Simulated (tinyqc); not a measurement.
Deep-level transient spectroscopy (DLTS) of one majority-carrier trap. Changing the ratio t_2/t_1. Computed by tinyqc, a small Python program. Command: `OMP_NUM_THREADS=1 python tinyqc.py 3030612 3030613 out.jsonl dlts sweep`. One thread of a shared host (Intel(R) Xeon(R) Processor @ 2.30GHz), about 0.09 s of CPU time with the checks.

A filling pulse loads the traps in a one-sided junction; under reverse bias they empty at the rate e, and the capacitance relaxes as C(t) = C_0 - dC exp(-e t). The signal is S = [C(t_2) - C(t_1)]/dC.

Inputs (values chosen for the exercise, with mass and screening modelled on germanium):

| quantity | value | unit |
|---|---|---|
| density-of-states mass m | 0.212 | m_0 |
| valleys M | 4 | - |
| trap depth E_t | 0.281 | eV |
| cross-section sigma_0 | 3.7e-16 | cm^2 |
| degeneracy ratio g | 2 | - |
| gate time t_1 | 0.002 | s |
| temperature T | 131 | K |
| dielectric constant eps | 16.8 | - |
| mean field F | 97000 | V/cm |

Carriers: electrons. Extra term: Poole-Frenkel lowering.

Constants: k_B = 8.617333262e-05 eV/K; k_B = 1.380649e-23 J/K; m_0 = 9.1093837015e-31 kg; h = 6.62607015e-34 J s; e = 1.602176634e-19 C; eps_0 = 8.8541878128e-12 F/m.

Method:
- e = g sigma v N_b exp(-E/k_B T), v = sqrt(3 k_B T/m), N_b = 2 M (2 pi m k_B T/h^2)^(3/2), sigma = sigma_0, E = E_t - dE with the one-dimensional Poole-Frenkel lowering dE = sqrt(e^3 F/(pi eps eps_0)), F being held as an input apart from the bias (the centre is charged when empty).
- S(e) = exp(-e t_1) - exp(-e t_2) peaks at the rate window e_0 = ln(t_2/t_1)/(t_2 - t_1).
- T_p solves e(T) = e_0 (bisection between 15 and 1500 K); the half-height points solve S = S_max/2 on either side.

One run for each value:

| ratio t_2/t_1 | peak height S_max | full width (K) | peak temperature T_p (K) | rate window e_0 (1/s) |
|---|---|---|---|---|
| 1.5 | 0.14815 | 16.661 | 140.71 | 405.47 |
| 2.0 | 0.25000 | 16.650 | 139.64 | 346.57 |
| 3.0 | 0.38490 | 16.828 | 138.07 | 274.65 |
| 5.0 | 0.53499 | 17.383 | 136.03 | 201.18 |
| 10.0 | 0.69684 | 18.740 | 133.17 | 127.92 |
| 20.0 | 0.81142 | 20.698 | 130.23 | 78.84 |
| 50.0 | 0.90480 | 23.899 | 126.30 | 39.92 |

Over the rows, peak height S_max rises from 0.148 to 0.905 (exponent d ln y / d ln x 1.8 between the first rows and 0.12 between the last); full width (K) goes from 16.7 through a minimum among these rows, 16.7 at 2.00, to 23.9; peak temperature T_p (K) falls from 141 to 126 (exponent d ln y / d ln x -0.027 between the first rows and -0.033 between the last). A larger ratio raises the peak but widens it: sensitivity is traded for resolution.

Extremes, crossings and ranges named in words are read from the listed rows.
